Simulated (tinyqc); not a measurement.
Two-band k.p model of the X valleys of a zinc-blende crystal, step by step. Values are carried at full precision from step to step, so a last printed digit may differ when a step is redone from the rounded ones.

With x = D/D0: for x < 1 the minima lie at k_m = sqrt(ml D0 (1 - x^2)/(4 c)), the hump at X has the height dE = (D0/4)(1 - x)^2 and the mass at the minimum is ml/(1 - x^2); the mass at X is ml/(1 - 1/x), negative for x < 1. For x > 1 the minimum is at X.

Constants: hbar^2/2m0 = 3.80998211 eV angstrom^2; kB = 8.617333262e-05 eV/K.

Values chosen for the exercise (of the order of those of GaP; the results hold for these values, not for the real material): D = 0.328 eV (splitting of the two conduction levels at X); D0 = 0.419 eV (coupling energy); ml = 0.849 m0 (mass along the axis from remote bands); k = 0.167 1/angstrom (wave vector from X); kmax = 0.19 1/angstrom (end of the path); mt = 0.24 m0 (transverse mass); T = 50 K (temperature).

## Shape of the lower band

Give x, k_m, dE and both masses.

x = 0.7828
k_m = 0.09507 1/angstrom
dE = 4.941 meV
mass at the minimum = 2.193 m0
mass at X = -3.060 m0

The coupling wins over the splitting, so each X point carries two minima; the hump equals kT at 57 K.

## The matrix at one k

k along the valley axis, counted from X, c = hbar^2/2m0, e = c k^2/ml. H = [[e - D/2, i P k], [-i P k, e + D/2]] with P^2 = D0 c/ml, so E = e -/+ sqrt(D^2/4 + D0 e). For D = 0 (diamond lattice) the bands cross at X.

Give P, the matrix, its levels and the weight of the lower X state in the lower band.

P = 1.3712 eV angstrom

H (eV):
```
          1        2
1   -0.0388  0.2290i
2  -0.2290i   0.2892
```

levels (eV): -0.1565  0.4068

weight = 0.7911

## Dispersion along the axis

Nine points; energies of the lower band from its minimum, against a parabola about the minimum with the mass there.

Results:
```
k (1/angstrom)  lower band (meV)  parabola (meV)  gap to the upper band (eV)
0.0000                      4.94           15.70                      0.3280
0.0238                      4.27            8.84                      0.3344
0.0475                      2.61            3.93                      0.3529
0.0712                      0.83            0.99                      0.3818
0.0950                      0.00            0.00                      0.4189
0.1187                      1.11            0.97                      0.4622
0.1425                      4.96            3.91                      0.5102
0.1663                     12.14            8.80                      0.5617
0.1900                     23.09           15.66                      0.6157
```

At kmax the band lies at 23.1 meV and the parabola at 15.7 meV: far from X the curvature returns to 1/ml, so the band is steeper than the parabola of the minimum.

## Thermal masses

Thermal masses along the axis for one X point, lower band, E from the minimum, on 1601 points from -0.8 to 0.8 1/angstrom: density-of-states mass m_d = c I^2/(pi kT), I = integral of exp(-E/kT) dk; conductivity mass m_c = 2 c kT/<(dE/dk)^2> with central differences.

Give m_d, m_c and Nc = 3 x 2 (kT/(4 pi c))^(3/2) mt sqrt(m_d) for three X points; 1 angstrom^-3 = 1e24 cm^-3.

m_d = 10.440 m0
m_c = 3.169 m0
Nc = 3.972e+18 cm^-3

Two separate parabolic minima would give m_d = 4 x 2.193 = 8.771; kT/dE = 0.87.

## Checks

- Height of the hump by numerical search against the closed form (meV): both 4.941.
- Thermal masses without coupling against ml: both 0.8490.

Run: tinyqc, `OMP_NUM_THREADS=1 python tinyqc.py 1851137 1851138 out.jsonl`; Intel(R) Xeon(R) Processor @ 2.30GHz, one thread, shared host; about 0.01 s of CPU time with all checks.
